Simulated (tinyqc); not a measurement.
# From one set of inputs to another, one input at a time

Model: surface photovoltage measurement of the minority-carrier diffusion length in a wafer. Computed by tinyqc, a small Python program. Command: `OMP_NUM_THREADS=1 python tinyqc.py 3130397 3130398 out.jsonl spv ladder`. One thread of a shared host (Intel(R) Xeon(R) Processor @ 2.30GHz), about 0.02 s of CPU time with the checks.

Low injection, steady light, a depletion layer much thinner than 1/alpha and L. The excess density dn is taken at the front edge of the neutral region; light that reaches the back is lost.

The inputs printed are set A. Inputs not listed in the table keep their values of set A, so the rows need not describe a real material.

Inputs (values chosen for the exercise, modelled on p-type silicon at room temperature):
```
quantity,value,unit
diffusion length L,390,micrometre
wafer thickness W,725,micrometre
diffusivity D,24.9,cm^2/s
front recombination velocity S_f,270,cm/s
back recombination velocity S_b,150000,cm/s
photon flux entering,7.1e+12,1/(cm^2 s)
minority density at the surface barrier scale n_0,2.4e+10,1/cm^3
temperature T,298,K
wavelength,923,nm
relative noise of each reading,0.2,%
diffusion length after pair splitting over L,0.62,-
iron factor C,1.02e+16,micrometre^2/cm^3
```

normal deviates g for the noise: [1.88, 0.07, -0.36, -0.39, -0.03, 1.05, 0.20]

Constants: k_B = 8.617333262e-05 eV/K.

Method:
- alpha = (84.732/lambda - 76.417)^2 per cm with lambda in micrometre (an empirical fit for silicon between 0.7 and 1.05 micrometre).
- Thick wafer: dn = Phi L/((S_f + D/L)(L + 1/alpha)). Finite wafer, with s = S_b L/D, w = W/L, a = alpha L: dn = [Phi a/(a^2 - 1)] [a - B - exp(-alpha W)(a - s)/(cosh w + s sinh w)]/(S_f + B D/L), B = (sinh w + s cosh w)/(cosh w + s sinh w).
- Photovoltage V = (k_B T/e) ln(1 + dn/n_0). Lifetime = L^2/D.
- Readings y = (Phi/dn) (1 + noise x g) at 780, 830, 880, 920, 950, 975 and 995 nm; a least-squares line y = c (1/alpha + L_app) gives L_app = intercept/slope.
- Splitting iron-boron pairs in boron-doped silicon shortens L; with nothing else changing, [Fe] = C (1/L_after^2 - 1/L^2). It is evaluated with the true lengths and with the apparent ones (without noise), which differ when the wafer is not thick against L.

Each row keeps all changes above it:
```
input moved,from,to,"dn, finite wafer (1/cm^3)",apparent length L_app (micrometre),[Fe] from the apparent lengths (1/cm^3)
set A,-,-,6.7742e+09,353.61,9.8558e+10
photon flux entering (1/(cm^2 s)),7.1e+12,3.2e+13,3.0532e+10,353.61,9.8558e+10
front recombination velocity S_f (cm/s),270,1600,1.2643e+10,353.61,9.8558e+10
wavelength (nm),923,996,1.0240e+10,353.61,9.8558e+10
diffusion length L (micrometre),390,240,7.7403e+09,236.35,2.7881e+11
diffusivity D (cm^2/s),24.9,27.5,7.4341e+09,236.35,2.7882e+11
back recombination velocity S_b (cm/s),150000,6300,7.4499e+09,237.43,2.8009e+11
```

Which inputs carry the difference?

dn, finite wafer goes from 6.77e9 to 7.45e9, a factor 1.10 in all. The largest single move comes from photon flux entering (a factor 4.51), and front recombination velocity S_f works against it (a factor 0.414). Apparent length L_app goes from 354 to 237, a factor 0.671 in all. The largest single move comes from diffusion length L (a factor 0.668). [Fe] from the apparent lengths goes from 9.86e10 to 2.80e11, a factor 2.84 in all. The largest single move comes from diffusion length L (a factor 2.83). The single moves hold for this order of the switches; the total does not depend on the order.

Extremes, crossings and ranges named in words are read from the listed rows.
